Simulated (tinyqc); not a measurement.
Inside a calculation. Method: Hubbard chain of 2 sites. Computed by tinyqc, a small Python program that keeps every step. Settings: hopping = 0.58, U = 4.0, mixing = 1, iteration cap = 74. Command: `OMP_NUM_THREADS=1 python tinyqc.py 21993 21994 out.jsonl` (the two numbers bound the seeds that draw the settings). One thread of a shared host (Intel(R) Xeon(R) Processor @ 2.60GHz), about 0.2 s of CPU time with the checks. Later iterations appear only in the table of the cycle.

## Mean-field iteration 1

one-body matrix (hopping and site energies) (eV), order 1, 2:
$$\begin{pmatrix}
0.000000 & -0.580000 \\
-0.580000 & 0.000000
\end{pmatrix}$$

U = 4.000000 eV

electrons, up and down: [1, 1]

mixing = 1

n(up) at the start (a guess, not normalised): 1 0.550000, 2 0.450000

n(down) at the start (a guess): 1 0.450000, 2 0.550000

H(up) = T + U n(down), H(down) = T + U n(up); fill the lowest levels; n(new) = n + mixing (n(out) - n); E = tr T (rho up + rho down) + U sum n_up n_down of the output.

levels, up (eV): [1.386486, 2.613514]

levels, down (eV): [1.386486, 2.613514]

energy = 0.690827 eV

n(up) after iteration 1: 1 0.662995, 2 0.337005

n(down) after iteration 1: 1 0.337005, 2 0.662995

## Mean-field iteration 2

As before.

levels, up (eV): [1.127372, 2.872628]

levels, down (eV): [1.127372, 2.872628]

energy = 0.112539 eV

n(up) after iteration 2: 1 0.873573, 2 0.126427

n(down) after iteration 2: 1 0.126427, 2 0.873573

## Mean-field iteration 3

As before.

levels, up (eV): [0.397092, 3.602908]

levels, down (eV): [0.397092, 3.602908]

energy = -0.157877 eV

n(up) after iteration 3: 1 0.966120, 2 0.033880

n(down) after iteration 3: 1 0.033880, 2 0.966120

## Convergence

Each step fills the lowest levels of T + U n(other spin) and sets n(new) = n + mixing (n(out) - n); stop when output and input agree to 1e-8.

Course of the cycle:
```
iteration       E (eV)  largest |n(out) - n(in)|  mean |n_up - n_down|
1           0.69082749                  1.13e-01              0.325991
2           0.11253859                  2.11e-01              0.747147
3          -0.15787736                  9.25e-02              0.932239
4          -0.16810092                  1.13e-02              0.954865
5          -0.16819928                  9.89e-04              0.956844
6          -0.16819999                  8.35e-05              0.957011
7          -0.16820000                  7.02e-06              0.957025
8          -0.16820000                  5.91e-07              0.957027
9          -0.16820000                  4.97e-08              0.957027
10         -0.16820000                  4.18e-09              0.957027
```

local moments n_up - n_down: 1 0.957027, 2 -0.957027

Converged in 10 iterations. Before convergence this energy mixes input and output and is not variational, so it may rise towards its limit.

## The many-body Hamiltonian

Basis: all placements (u, d, 2, 0 on each site), up operators ordered before down ones; hops carry the sign of the same-spin electrons passed.

H (eV), order 20, ud, du, 02:
$$\begin{pmatrix}
4.000000 & -0.580000 & -0.580000 & 0.000000 \\
-0.580000 & 0.000000 & 0.000000 & -0.580000 \\
-0.580000 & 0.000000 & 0.000000 & -0.580000 \\
0.000000 & -0.580000 & -0.580000 & 4.000000
\end{pmatrix}$$

## Exact diagonalisation (4 states)

Lowest levels of the sector, and the double occupancy of the lowest state.

lowest levels (eV): [-0.312055, 0.000000, 4.000000, 4.312055]

double occupancy per site = 0.033742

The mean-field solution above lies 0.1439 eV above the exact energy.
